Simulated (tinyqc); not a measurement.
What moves the results: heavy doping: gap narrowing, degeneracy and the minority density. A value that a table varies takes the place of the one given here.

F_j(eta) = (1/Gamma(j + 1)) integral_0^infinity x^j dx/(1 + exp(x - eta)), which tends to exp(eta) for eta << 0.

Empirical narrowing (Slotboom form, constants chosen for the exercise; published fits of this form give the apparent narrowing, here it is taken as the true one): dEg = E0 [ln(N/N0) + sqrt(ln(N/N0)^2 + C)].

Majority: N = Nc F_1/2(eta), eta the distance of EF beyond the majority band edge in kT. Degeneracy factor gam = F_1/2(eta)/exp(eta). ni0^2 = Nc Nv exp(-Eg/kT); product n p = ni0^2 gam exp(dEg/kT), dEg the true narrowing; apparent narrowing dEa = dEg + kT ln gam; minority density = n p/N.

Bipolar transistor with N as emitter doping: beta = K (N/NB) exp((dEa_B + dG - dEa_E)/kT), dEa_E = dEg(N) + kT ln gam, dEa_B = dEg(NB). For the sweep in T, Nc is scaled as (T/T0)^(3/2) from its value at T0 = T.

Constants: kB = 8.617333262e-05 eV/K.

Values chosen for the exercise (gap and densities of states near those of GaAs at this temperature; narrowing constants of the size fitted for Si, not for this material; not measured data): Eg = 1.431 eV (gap); Nc = 4.38e+17 1/cm^3 (conduction-band density of states); Nv = 9.71e+18 1/cm^3 (valence-band density of states); T = 300 K; E0 = 8.45 meV (narrowing scale); N0 = 1.3e+17 1/cm^3 (onset density); C = 0.5 (smoothing constant); N = 2.1e+17 1/cm^3 (ionised donors, equal to the majority density); NB = 1e+16 1/cm^3 (base doping); K = 4.3 (ratio (D_B W_E)/(D_E W_B)); dG = 0 meV (extra narrowing of the base by alloying).

## Narrowing against degeneracy

N takes the values listed; the last column is N over the factor gam exp(dEg/kT), the doping that a simple model would need to give the same minority density.

Results:
```
N (1/cm^3)    eta      gam  dEg (meV)  dEa (meV)  minority (1/cm^3)  effective doping (1/cm^3)
1.0e+15     -6.08    0.999        0.4        0.4            0.00394                   9.84e+14
4.0e+15     -4.69    0.997        0.6        0.5           0.000990                   3.92e+15
1.0e+16     -3.77    0.992        0.8        0.6           0.000397                   9.77e+15
4.0e+16     -2.36    0.968        1.7        0.8           0.000100                   3.87e+16
1.0e+17     -1.40    0.923        4.2        2.1           4.21e-05                   9.23e+16
4.0e+17      0.23    0.727       20.7       12.5           1.57e-05                   2.47e+17
1.0e+18      1.61    0.457       35.5       15.2           7.00e-06                   5.55e+17
4.0e+18      5.12   0.0548       58.5      -16.6           5.11e-07                   7.59e+18
9.0e+18      8.98  0.00259       72.1      -81.8           1.82e-08                   2.13e+20
```

dEg grows steadily to 72.1 meV, while the apparent value peaks at 15.2 meV for N = 1e+18 and falls to -81.8 meV as the Fermi level enters the band. N grows by a factor 40 from the third to the sixth row and the effective doping by 25.3.

## Current gain against temperature

Gain:
```
T (K)  beta  beta with dG = 0  without narrowing
150    64.4              64.4               90.3
200    66.9              66.9               90.3
250    69.3              69.3               90.3
300    71.3              71.3               90.3
350    73.0              73.0               90.3
400    74.4              74.4               90.3
450    75.6              75.6               90.3
```

dEa_B + dG - dEa_E at T0 = -6.1 meV

beta is 64.4 at 150 K and 75.6 at 450 K, since the net exponent is negative: the emitter has the larger apparent narrowing. At 300 K narrowing and degeneracy change the gain by a factor 0.789.

## What moves the minority density and the gain

All results formed anew. Each row changes one parameter from the base and keeps the others.

Results:
```
case                  dEg (meV)  dEa (meV)  minority (1/cm^3)  beta
base                      11.27       6.92           2.42e-05  71.3
N = 4.2e+17 1/cm^3        21.48      12.83           1.52e-05   113
E0 = 10.14 meV            13.53       9.17           2.64e-05  65.7
N0 = 2.6e+17 1/cm^3        4.44       0.08           1.85e-05  92.3
Eg = 1.451 eV             11.27       6.92           1.11e-05  71.3
Nc = 5.69e+17 1/cm^3      11.27       7.92           3.26e-05  68.6
NB = 2e+16 1/cm^3         11.27       6.92           2.42e-05  36.0
```

The largest shifts from the base row, up to three for each result and ties (the steps differ in size, so this ranks the rows, not the parameters). dEg (meV): N +10.21, N0 -6.84, E0 +2.25; unchanged at the printed digits by Eg, Nc and NB. dEa (meV): N0 -6.84, N +5.91, E0 +2.25; unchanged at the printed digits by Eg and NB. minority (1/cm^3): Eg -1.30e-05, N -8.97e-06, Nc +8.46e-06; unchanged at the printed digits by NB. beta: N +42.1, NB -35.3, N0 +21.0; unchanged at the printed digits by Eg.

Computed by tinyqc, a small Python program: `OMP_NUM_THREADS=1 python tinyqc.py 1680878 1680879 out.jsonl` (the numbers bound the seed that draws the inputs); one thread of a shared host (Intel(R) Xeon(R) Processor @ 2.30GHz), about 0.01 s for the whole set of steps.
